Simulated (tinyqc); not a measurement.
# Circular transfer-length structure: two studies

A disc contact of radius r0 and a very wide ring contact from r1 = r0 + sp outwards lie on a thin layer; the metal has no resistance and the sheet resistance under the contacts equals Rsh.

Values chosen for this exercise: sheet resistance of the semiconductor layer Rsh = 71 ohm/sq; specific contact resistivity rc = 5.6e-6 ohm cm^2; radius of the inner contact r0 = 65 um; gap between the contacts sp = 70 um.

Each table varies one quantity; the others keep the values above.

## Resistance against gap

Transfer length Lt = sqrt(rc/Rsh). R = (Rsh/2 pi) [(Lt/r0) I0(r0/Lt)/I1(r0/Lt) + ln(r1/r0) + (Lt/r1) K0(r1/Lt)/K1(r1/Lt)] with modified Bessel functions; for r0 >> Lt both ratios tend to 1. The last column is Rsh (sp + 2 Lt)/(2 pi r0).

Results:
```
sp (um)	R (ohm)	large-radius form (ohm)	linear form (ohm)
4	1.6248	1.6230	1.6719
6.1	1.9505	1.9482	2.0369
9.1	2.4001	2.3971	2.5585
14	3.0981	3.0941	3.4103
21	4.0258	4.0208	4.6272
47	6.9275	6.9200	9.1472
71	9.0725	9.0640	13.320
```

Estimate the missing row, sp = 31 um.

Computed row:
```
sp (um)	R (ohm)	large-radius form (ohm)	linear form (ohm)
31	5.2315	5.2254	6.3657
```

With this row back in the table: R rises from 1.62 to 9.07 ohm. The linear form is 2.9 % above it in the first row and 47 % above it in the last, where ln(1 + sp/r0) has bent well below sp/r0. A straight line through the end rows, read with the linear form, gives Rsh = 45.4 ohm/sq and Lt = 5.31 um, against 71 and 2.81.

## Effect of the inner radius

Same model as above.

Effect of the inner radius:
```
r0 (um)	r0/Lt	inner contact (ohm)	rc/(pi r0^2) (ohm)	Rsh Lt/(2 pi r0) (ohm)
1.4	0.4985	93.74	90.95	22.67
2.8	0.9970	25.45	22.74	11.33
5.7	2.030	7.925	5.486	5.568
12	4.273	3.028	1.238	2.645
23	8.190	1.473	0.3370	1.380
47	16.74	0.6964	0.08069	0.6752
95	33.83	0.3391	0.01975	0.3341
```

What does the comparison show?

The inner contact goes as r0^(-1.88) between the first two rows, where it is 3.1 % above rc over the area, and as r0^(-1.02) between the last two, where it is 1.5 % above the rim form: a small disc uses its whole area, a large one only a rim of width Lt.

Computed by the program tinyqc: `OMP_NUM_THREADS=1 python tinyqc.py 2760111 2760112 out.jsonl`, one thread of a shared Intel Xeon 2.30GHz, about 0.01 s for the whole run.
